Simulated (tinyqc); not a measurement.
From results back to parameters: round or elliptic silicon nanowire with anisotropic valleys (Ritz method). Four cases, with inputs chosen for the exercise.

Problem. For a circular wire every level scales as 1/R^2. The lowest level of group A was computed from a hidden radius.

Wire along x = [100] on a (001) wafer, y = [010], z = [001]. Valley groups, two valleys each (w = inverse masses): A, axis along z: w_y = 1/mt, w_z = 1/ml, m_x = mt; B, axis along y: w_y = 1/ml, w_z = 1/mt, m_x = mt; C, axis along x: w_y = w_z = 1/mt, m_x = ml.

Hard wall on the ellipse (y/a)^2 + (z/b)^2 = 1, c = hbar^2/2m0. With u = y/a, v = z/b the operator is -c [(w_y/a^2) d2/du2 + (w_z/b^2) d2/dv2] on the unit disc. Basis (1 - u^2 - v^2) u^i v^j; S, X and Y are the disc integrals of f f', (df/du)(df'/du) and (df/dv)(df'/dv), from the integral of u^p v^q = 2 Gamma((p+1)/2) Gamma((q+1)/2)/((p + q + 2) Gamma((p+q+2)/2)) for even p, q; H = c (w_y X/a^2 + w_z Y/b^2).

Converged values use 21 functions of each parity class (e or o in u, then in v).

Constants: hbar^2/2m0 = 3.80998211 eV angstrom^2.

Case 1.

Values chosen (out of a larger set: near those of a Si nanowire; not measured data): ml = 0.915 m0 (longitudinal mass); mt = 0.187 m0 (transverse mass).

level = 0.072554 eV

Case 2.

Values chosen (out of a larger set: near those of a Si nanowire; not measured data): ml = 0.917 m0 (longitudinal mass); mt = 0.191 m0 (transverse mass).

level = 0.052866 eV

Case 3.

Values chosen (out of a larger set: near those of a Si nanowire; not measured data): ml = 0.934 m0 (longitudinal mass); mt = 0.19 m0 (transverse mass).

level = 0.081525 eV

Case 4.

Values chosen (out of a larger set: near those of a Si nanowire; not measured data): ml = 0.914 m0 (longitudinal mass); mt = 0.192 m0 (transverse mass).

level = 0.109234 eV

Find: E R^2/c; R.

Solution.

Case 1.

E R^2/c = 18.301
R = 31.0 angstrom

Solve once for R = 1 and scale. The mean inverse mass would give 2.404826^2 (1/mt + 1/ml)/2 = 18.623, 1.8 % too high.

Case 2.

E R^2/c = 17.983
R = 36.0 angstrom

Solve once for R = 1 and scale. The mean inverse mass would give 2.404826^2 (1/mt + 1/ml)/2 = 18.293, 1.7 % too high.

Case 3.

E R^2/c = 17.996
R = 29.0 angstrom

Solve once for R = 1 and scale. The mean inverse mass would give 2.404826^2 (1/mt + 1/ml)/2 = 18.315, 1.8 % too high.

Case 4.

E R^2/c = 17.919
R = 25.0 angstrom

Solve once for R = 1 and scale. The mean inverse mass would give 2.404826^2 (1/mt + 1/ml)/2 = 18.224, 1.7 % too high.

Computed by tinyqc, one run a case: `OMP_NUM_THREADS=1 python tinyqc.py N N+1 out.jsonl` with N = 1252295, 1252302, 1252331, 1252388; one thread of a shared Intel(R) Xeon(R) Processor @ 2.30GHz, about 0.06 s a run at most.
